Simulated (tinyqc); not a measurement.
## MOS capacitor on a p-type substrate, surface potential from the exact charge relation: effect of the temperature on threshold and swing

Uniform p-type substrate, Boltzmann statistics, full ionisation, classical densities. psi is the surface potential against the body (positive when the bands bend down) and u = psi/Vt. Traps are spread evenly over the gap and neutral at flat band, so their charge is -q Dit psi; the minority quasi-Fermi level is shifted by Vb.

Nc and Nv are given at 293 K and scale as (T/293 K)^1.5; Eg is held fixed. ni = sqrt(Nc Nv) exp(-Eg/(2 Vt)), Eg in volts; phiF = Vt ln(N/ni); Cox = eps0 eox/tox; Vfb = phiM - chi - (Eg - Vt ln(Nv/N)) - q Nf/Cox; VT = Vfb + [(2 phiF + Vb)(1 + q Dit/Cox) + sqrt(2 eps0 eps_r q N (2 phiF + Vb))/Cox]. gamma = sqrt(2 eps0 eps_r q N)/Cox; Wm = sqrt(2 eps0 eps_r (2 phiF + Vb)/(q N)); m = 1 + (eps0 eps_r/Wm + q Dit)/Cox; swing m Vt ln 10; Cmin/Cox = 1/(1 + Cox Wm/(eps0 eps_r)).

Inputs (values chosen for the exercise); band and dielectric values close to those of 4H silicon carbide:
- Eg = 3.25 eV (band gap)
- eps_r = 9.57 (relative permittivity)
- Nc = 1.64e19 cm^-3 (conduction-band density of states at the reference temperature)
- Nv = 2.44e19 cm^-3 (valence-band density of states at the reference temperature)
- chi = 3.6 eV (electron affinity)
- N = 2.7e17 cm^-3 (acceptor density of the substrate)
- eox = 21.9 (relative permittivity of the gate insulator (close to hafnium oxide))
- tox = 15 nm (insulator thickness)
- phiM = 4.84 eV (gate work function)
- Nf = 0 cm^-2 (fixed charge at the interface, in units of q)
- Dit = 2.9e11 cm^-2 eV^-1 (density of interface traps)
- Vb = 0 V (reverse bias of the inversion layer against the body)

Constants: q = 1.602176634e-19 C, kB = 1.380649e-23 J/K, Vt = kB T/q, eps0 = 8.8541878128e-14 F/cm where lengths are in cm. Results are converted to the units shown.

The same in every row: gamma (V^0.5) = 0.2095.

Result of one run:

| T (K) | Vfb (V) | 2 phiF (V) | VT (V) | Wm (nm) | m | swing (mV/decade) | Cmin/Cox |
|---|---|---|---|---|---|---|---|
| 280 | -1.903 | 3.046 | 1.618 | 109.2 | 1.096 | 60.89 | 0.05661 |

What becomes of these results when the temperature T is changed from 280 to 240 K, all else the same?

Result of the changed run:

| T (K) | Vfb (V) | 2 phiF (V) | VT (V) | Wm (nm) | m | swing (mV/decade) | Cmin/Cox |
|---|---|---|---|---|---|---|---|
| 240 | -1.923 | 3.084 | 1.640 | 109.9 | 1.096 | 52.17 | 0.05628 |

The whole series:

| T (K) | Vfb (V) | 2 phiF (V) | VT (V) | Wm (nm) | m | swing (mV/decade) | Cmin/Cox |
|---|---|---|---|---|---|---|---|
| 200 | -1.942 | 3.121 | 1.661 | 110.6 | 1.095 | 43.46 | 0.05596 |
| 240 | -1.923 | 3.084 | 1.640 | 109.9 | 1.096 | 52.17 | 0.05628 |
| 280 | -1.903 | 3.046 | 1.618 | 109.2 | 1.096 | 60.89 | 0.05661 |
| 320 | -1.882 | 3.005 | 1.594 | 108.5 | 1.096 | 69.61 | 0.05697 |
| 360 | -1.861 | 2.964 | 1.570 | 107.8 | 1.097 | 78.34 | 0.05734 |
| 400 | -1.839 | 2.921 | 1.545 | 107.0 | 1.097 | 87.08 | 0.05774 |
| 440 | -1.816 | 2.877 | 1.520 | 106.2 | 1.098 | 95.83 | 0.05815 |

As T goes from 200 to 440, VT falls from 1.66 to 1.52 V, the swing rises from 43.5 to 95.8 mV/decade and Cmin/Cox rises from 0.0560 to 0.0581. Of the change of VT by -0.141 V, 0.126 V comes from Vfb and -0.268 V from the band bending and the charge it takes. VT changes by -0.589 mV/K on average.

Computed by the program tinyqc: `OMP_NUM_THREADS=1 python tinyqc.py 2060107 2060108 out.jsonl`, one thread of a shared Intel Xeon 2.30GHz, about 0.01 s for the whole run.
